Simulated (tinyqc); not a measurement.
Hubbard chain of 3 sites, step by step. One step of it, computed by the program tinyqc.

Problem. Mean-field iteration 3. H(up) = T + U n(down), H(down) = T + U n(up); fill the lowest levels; n(new) = n + mixing (n(out) - n); E = tr T (rho up + rho down) + U sum n_up n_down of the output.

one-body matrix (hopping and site energies) (eV), order 1, 2, 3:
$$\begin{pmatrix}
0.000000 & -1.010000 & 0.000000 \\
-1.010000 & 0.000000 & -1.010000 \\
0.000000 & -1.010000 & 0.000000
\end{pmatrix}$$

U = 9.300000 eV

electrons, up and down: [2, 2]

mixing = 0.200000

n(up) after iteration 2: 1 0.688847, 2 0.622946, 3 0.688847

n(down) after iteration 2: 1 0.688847, 2 0.622946, 3 0.688847

Give: levels, up; levels, down; energy; n(up) after iteration 3; n(down) after iteration 3.

Solution.

levels, up (eV): [4.6390, 6.4063, 7.5607]

levels, down (eV): [4.6390, 6.4063, 7.5607]

energy = 9.6601 eV

n(up) after iteration 3: 1 0.6906, 2 0.6193, 3 0.6906

n(down) after iteration 3: 1 0.6906, 2 0.6193, 3 0.6906
